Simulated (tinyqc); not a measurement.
Raising D: domain walls in a thin film with perpendicular anisotropy: Bloch, Neel and chiral walls, motion and stripe domains. Computed by tinyqc, a small Python program. Command: `OMP_NUM_THREADS=1 python tinyqc.py 3017423 3017424 out.jsonl mwall walk`. One thread of a shared host (Intel(R) Xeon(R) Processor @ 2.30GHz), about 0.01 s of CPU time with the checks.

One-dimensional wall: polar angle theta(x), azimuth phi of the moment in the wall (phi = 0 Neel, 90 degrees Bloch). mu_0 = 1.25663706212e-6 T m/A, gamma = 1.76085963023e11 rad/(s T).

Inputs (values chosen for the exercise, for a model film):
```
quantity,value,unit
saturation magnetisation M_s,839,kA/m
exchange stiffness A,19,pJ/m
uniaxial anisotropy K_u,779,kJ/m^3
DMI constant D,0.053,mJ/m^2
thickness t,1.2,nm
```

Method. K_eff = K_u - mu_0 M_s^2/2; Delta = sqrt(A/K_eff); sigma_0 = 4 sqrt(A K_eff); profile theta = 2 arctan exp(x/Delta); quality factor Q = 2 K_u/(mu_0 M_s^2). sigma(phi) = sigma_0 + 2 Delta K_D cos^2(phi) - pi D cos(phi), with the wall shape anisotropy K_D = N_x mu_0 M_s^2/2, N_x = t ln 2/(pi Delta). The minimum has cos(phi) = D/D_N for D < D_N = 4 Delta K_D/pi and phi = 0 beyond; sigma turns negative at D_c = (sigma_0 + 2 Delta K_D)/pi.

D_N = 0.149098 mJ/m^2

D_c = 3.29500 mJ/m^2

width parameter Delta = 7.51184 nm

sigma_0 = 10.1174 mJ/m^2

Wall against D; the last column is the Kaplan-Gehring width, log10[0.955 t exp(pi sigma/(mu_0 M_s^2 t))/nm], with a dash where it falls below 10 Delta and the formula fails:
```
D (mJ/m^2),phi (degrees),sigma (mJ/m^2),sigma/sigma_0,log10 domain width
0.030,78.392,10.108,0.99906,13.051
0.075,59.800,10.058,0.99414,12.987
0.120,36.405,9.966,0.98501,12.868
0.660,0.000,8.278,0.81821,10.699
1.300,0.000,6.267,0.61948,8.115
2.000,0.000,4.068,0.40212,5.288
2.600,0.000,2.183,0.21581,2.866
3.000,0.000,0.927,0.09160,-
```

What follows from these numbers?

D_N is 5 % of D_c, so a small D fixes the chirality long before it lowers the energy much. Beyond D_N sigma falls by pi per unit of D, and the domain width, which has sigma in an exponent, drops by 10.2 decades over the valid rows (values above 6 mean a single domain in any device).

Extremes, crossings and ranges named in words are read from the listed rows.
